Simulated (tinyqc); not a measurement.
From results back to parameters: statistics of electrons in three, two and one dimensions. Five cases, with inputs chosen for the exercise.

Problem. A sheet with one subband has n2 = (2/lambda^2) ln(1 + exp(eta)).

One band edge at E = 0, lambda = sqrt(4 pi c/(m1 kT)) with c = hbar^2/2m0. Densities with spin: n3 = (2/lambda^3) F_1/2(eta), n2 = (2/lambda^2) F_0(eta) with F_0 = ln(1 + exp(eta)), n1 = (2/lambda) F_-1/2(eta). F_j(eta) = (1/Gamma(j + 1)) integral_0^infinity x^j dx/(1 + exp(x - eta)), which tends to exp(eta) for eta << 0.

Constants: hbar^2/2m0 = 3.80998211 eV angstrom^2; kB = 8.617333262e-05 eV/K.

Find: n2 lambda^2/2; eta; EF above the subband edge.

Method. eta = ln(exp(n2 lambda^2/2) - 1), with n2 in 1/angstrom^2.

Case 1.

Values chosen (out of a larger set: near those of Ge, lowest valleys alone; not measured data): m1 = 0.0815 m0 (mass of one isotropic band with spin); T = 77 K.

n2 = 1.20290e+12 1/cm^2

Solution.

n2 lambda^2/2 = 5.3249
eta = 5.320
EF above the subband edge = 35.30 meV

Case 2.

Values chosen (out of a larger set: near those of Ge, lowest valleys alone; not measured data): m1 = 0.0807 m0 (mass of one isotropic band with spin); T = 300 K.

n2 = 3.27134e+12 1/cm^2

Solution.

n2 lambda^2/2 = 3.7537
eta = 3.730
EF above the subband edge = 96.43 meV

Case 3.

Values chosen (out of a larger set: near those of Ge, lowest valleys alone; not measured data): m1 = 0.0832 m0 (mass of one isotropic band with spin); T = 300 K.

n2 = 3.06699e+12 1/cm^2

Solution.

n2 lambda^2/2 = 3.4135
eta = 3.380
EF above the subband edge = 87.38 meV

Case 4.

Values chosen (out of a larger set: near those of GaAs, lowest valleys alone; not measured data): m1 = 0.0664 m0 (mass of one isotropic band with spin); T = 300 K.

n2 = 3.27019e+12 1/cm^2

Solution.

n2 lambda^2/2 = 4.5605
eta = 4.550
EF above the subband edge = 117.63 meV

Case 5.

Values chosen (out of a larger set: near those of GaAs, lowest valleys alone; not measured data): m1 = 0.0676 m0 (mass of one isotropic band with spin); T = 400 K.

n2 = 2.32513e+11 1/cm^2

Solution.

n2 lambda^2/2 = 0.2389
eta = -1.310
EF above the subband edge = -45.15 meV

Computed by tinyqc, one run a case: `OMP_NUM_THREADS=1 python tinyqc.py N N+1 out.jsonl` with N = 1650834, 1650847, 1650933, 1650963, 1651013; one thread of a shared Intel(R) Xeon(R) Processor @ 2.30GHz, about 0.01 s a run at most.
